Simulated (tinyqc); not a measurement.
Choice of the surrounding dielectric: dielectric confinement in a thin film (image charges).

A film |z| < t/2 of dielectric constant eps between half-spaces of dielectric constant e2; lam = (eps - e2)/(eps + e2), q = e^2/(4 pi eps0). The self-energy of a band edge is taken with the high-frequency value, e2 = eh, and the field of a fixed ion with the static one, e2 = eo. A charge at z has images lam^|n| at n t + (-1)^n z. Its self-energy is S(z) = (q/2 eps) sum over n >= 1 of lam^n [1/(n t - 2z) + 1/(n t + 2z)] for odd n and 2 lam^n/(n t) for even n; at the centre S(0) = -(q/(eps t)) ln(1 - lam).

Donor at the centre, lam from the static eo, trial function cos(pi z/t) exp(-rho/l): E(l) = c/(m l^2) - (q/eps) times the integral over k of F(k t) (1 + (k l/2)^2)^(-3/2), with F(x) = F0 + 2 lam exp(-x) G/(1 - lam exp(-x)), F0 = 2[(1 - exp(-x/2))/x + x (1 + exp(-x/2))/(x^2 + 4 pi^2)], G = 2 sinh(x/2)[1/x - x/(x^2 + 4 pi^2)]; c = hbar^2/2m0. The binding energy is -E at the minimum, counted from the subband edge with its self-energy.

Constants: e^2/(4 pi eps0) = 14.39964547 eV angstrom; hbar^2/2m0 = 3.80998211 eV angstrom^2; Ry = 13.60569312 eV.

Parameters, chosen for this exercise (out of a larger set: near those of a Si (100) film, two-fold valleys, between layers of HfO2; not measured data):

| symbol | value | unit | meaning |
|---|---|---|---|
| t | 66 | angstrom | film thickness |
| eps | 11.4 |  | dielectric constant of the film |
| m | 0.192 | m0 | mass in the plane |

The same film between different dielectrics; in this table one value e2 serves for both eo and eh.

Cases:

| case |
|---|
| e2 = 1 |
| e2 = 2.5 |
| e2 = 3.9 |
| e2 = 7.5 |
| e2 = 16 |
| e2 = 25 |
| e2 = 80 |

Rank the cases by binding (meV), lowest first.

Answer: e2 = 80, e2 = 25, e2 = 16, e2 = 7.5, e2 = 3.9, e2 = 2.5, e2 = 1.

Results:

| case | lam | <S> (meV) | binding (meV) | l (angstrom) |
|---|---|---|---|---|
| e2 = 1 | 0.839 | 38.5 | 101.8 | 28.8 |
| e2 = 2.5 | 0.640 | 22.3 | 71.9 | 29.4 |
| e2 = 3.9 | 0.490 | 15.0 | 59.1 | 29.9 |
| e2 = 7.5 | 0.206 | 5.3 | 43.2 | 30.8 |
| e2 = 16 | -0.168 | -3.7 | 29.6 | 32.1 |
| e2 = 25 | -0.374 | -7.6 | 24.1 | 32.8 |
| e2 = 80 | -0.751 | -13.9 | 16.0 | 34.3 |

The binding spans a factor 6.3, from 102 meV in vacuum to 16.0 meV for e2 = 80; going from 3.9 to 25 changes it by -35.0 meV and the band edge by -22.6 meV, so the binding responds 1.55 times as much as the edge (for an orbit much smaller than t the binding would change by twice the change of S(0), -37.9 meV; here l/t = 0.45 for e2 = 3.9).

Computed by tinyqc, a small Python program: `OMP_NUM_THREADS=1 python tinyqc.py 1281094 1281095 out.jsonl` (the numbers bound the seed that draws the inputs); one thread of a shared host (Intel(R) Xeon(R) Processor @ 2.30GHz), about 0.06 s for the whole set of steps.
